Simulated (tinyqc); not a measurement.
Ellipsoidal valleys in the axes of a wafer and a channel: one step. Subbands and shares in a film. Three cases, with inputs chosen for the exercise.

Task: Give the ladders, the shares and the mean conductivity mass.

Hard walls: E_n = c (n pi/t)^2/mz, c = hbar^2/2m0, n = 1, 2, 3. Non-degenerate share of a valley proportional to md sum_n exp(-E_n/kT); mean 1/mc = sum of share/mc. 1 nm = 10 angstrom.

Constants: hbar^2/2m0 = 3.80998211 eV angstrom^2; kB = 8.617333262e-05 eV/K.

Give: Subbands; mean mc.

Case 1.

Values chosen (out of a larger set: near those of the L valleys of Ge; not measured data): t = 6.5 nm (thickness of the film); T = 400 K (temperature).

Masses (m0):
```
valley         mz        md        mc        mx        my
[111]    0.218499  0.218235  0.080000  0.080000  0.595333
[1-1-1]  0.080000  0.360666  0.218499  1.110667  0.117119
[-11-1]  0.080000  0.360666  0.218499  1.110667  0.117119
[-1-11]  0.218499  0.218235  0.080000  0.080000  0.595333
```

Result:

Subbands:
```
valley   E1 (meV)  E2 (meV)  E3 (meV)  share
[111]        40.7     162.9     366.6  0.414
[1-1-1]     111.3     445.0    1001.3  0.086
[-11-1]     111.3     445.0    1001.3  0.086
[-1-11]      40.7     162.9     366.6  0.414
```

mean mc = 0.0898 m0

The lowest ladder ([111] and [-1-11]) holds 83 % of the electrons in these valleys, the next starts 71 meV higher.

Case 2.

Values chosen (out of a larger set: near those of the L valleys of Ge; not measured data): t = 2.6 nm (thickness of the film); T = 77 K (temperature).

Masses (m0):
```
valley         mz        md        mc        mx        my
[111]    1.648000  0.082000  0.082000  0.082000  0.082000
[1-1-1]  0.091680  0.347661  0.107343  0.430000  0.281088
[-11-1]  0.091680  0.347661  0.107343  0.430000  0.281088
[-1-11]  0.091680  0.347661  1.474000  1.474000  0.082000
```

Result:

Subbands:
```
valley   E1 (meV)  E2 (meV)  E3 (meV)  share
[111]        33.8     135.0     303.8  1.000
[1-1-1]     606.7    2427.0    5460.7  0.000
[-11-1]     606.7    2427.0    5460.7  0.000
[-1-11]     606.7    2427.0    5460.7  0.000
```

mean mc = 0.0820 m0

The lowest ladder ([111]) holds 100 % of the electrons in these valleys, the next starts 573 meV higher. Energies of several hundred meV lie beyond the parabolic range, and real barriers are finite, so these are upper bounds.

Case 3.

Values chosen (out of a larger set: near those of the X valleys of AlAs; not measured data): t = 2.9 nm (thickness of the film); T = 77 K (temperature).

Masses (m0):
```
valley        mz        md        mc        mx        my
x       0.285250  0.410125  0.255433  0.358167  0.469621
y       0.285250  0.410125  0.255433  0.358167  0.469621
z       0.285250  0.410125  0.808667  0.808667  0.208000
```

Result:

Subbands:
```
valley  E1 (meV)  E2 (meV)  E3 (meV)  share
x          156.7     627.0    1410.7  0.333
y          156.7     627.0    1410.7  0.333
z          156.7     627.0    1410.7  0.333
```

mean mc = 0.3309 m0

The lowest ladder (x, y and z) holds 100 % of the electrons in these valleys: all valleys have the same mz and md on this face, though not always the same mc.

Computed by tinyqc, one run a case: `OMP_NUM_THREADS=1 python tinyqc.py N N+1 out.jsonl` with N = 1880266, 1880406, 1880458; one thread of a shared Intel(R) Xeon(R) Processor @ 2.30GHz, about 0.01 s a run at most.
